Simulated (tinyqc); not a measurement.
Full law against its linear and parabolic limits: Deal-Grove kinetics of thermal oxidation of silicon. Computed by tinyqc, a small Python program. Command: `OMP_NUM_THREADS=1 python tinyqc.py 3022352 3022353 out.jsonl oxide walk`. One thread of a shared host (Intel(R) Xeon(R) Processor @ 2.30GHz), about 0.09 s of CPU time with the checks.

Oxidant diffuses through the oxide and reacts at the interface, so that dx/dt = B/(A + 2x) for the oxide thickness x.

Inputs (values chosen for the exercise, close to those used for silicon):
```
quantity                       value    unit
prefactor B0                     746  um^2/h
activation energy E_B           1.24      eV
prefactor (B/A)0            3.95e+06    um/h
activation energy E_A           1.99      eV
temperature T                    850       C
oxidant pressure p                10     atm
pressure exponent m of B/A      0.78       -
initial oxide x_i               0.01      um
time t                          0.28       h
```

Ambient: dry oxygen. Surface: (100).

Constants: k_B = 8.617333262e-05 eV/K.

Method:
- B = B0 p exp(-E_B/(k_B T)), B/A = (B/A)0 p^m exp(-E_A/(k_B T)), p in atm; A = B/(B/A).
- Temperatures in kelvin are T(C) + 273.15.
- tau = (x_i^2 + A x_i)/B and x = (A/2) [sqrt(1 + 4 B (t + tau)/A^2) - 1], the root of x^2 + A x = B (t + tau).
- Silicon consumed is 0.44 times the oxide grown; the rate is B/(A + 2x).
- Linear limit x = (B/A)(t + tau); parabolic limit x = sqrt(B (t + tau)).

tau = 0.362099 h

length A = 0.726989 um

parabolic constant B = 0.0203532 um^2/h

linear constant B/A = 0.0279966 um/h

Thickness (um):
```
t (h)     full  linear limit  parabolic limit    2x/A
0.05   0.01136       0.01154          0.09158  0.0313
0.1    0.01271       0.01294          0.09698  0.0350
0.25   0.01675       0.01714          0.11162  0.0461
0.5    0.02338       0.02414          0.13246  0.0643
1      0.03632       0.03813          0.16650  0.0999
2      0.06101       0.06613          0.21926  0.1678
4      0.10652       0.12212          0.29796  0.2930
8      0.18635       0.23411          0.41255  0.5126
16     0.31852       0.45808          0.57708  0.8763
32     0.52578       0.90603          0.81159  1.4464
```

What does the comparison show, and why?

Both limits lie above the full result, since each drops one resistance. The linear law overshoots by 1.6 % in the first row and 72 % in the last, the parabolic law by 710 % and 54 %. The better limit switches between 16 and 32 h; both give the same value where B (t + tau) = A^2, at 2x/A = sqrt5 - 1 = 1.24.

Extremes, crossings and ranges named in words are read from the listed rows.
